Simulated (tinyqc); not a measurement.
Inside a calculation. Method: tight binding, honeycomb lattice. One step of it, computed by the program tinyqc.

Task: Levels at k. Diagonalise the Hermitian matrix.

H(k) at k (eV):
```
                     A                    B
A             0.000000  -0.728875+2.475696i
B  -0.728875-2.475696i             0.000000
```

Give: eigenvalues; weights |c|^2 of the basis functions.

Result:

eigenvalues (eV): -2.5808  2.5808

weights |c|^2 of the basis functions:
```
   band 1  band 2
A  0.5000  0.5000
B  0.5000  0.5000
```
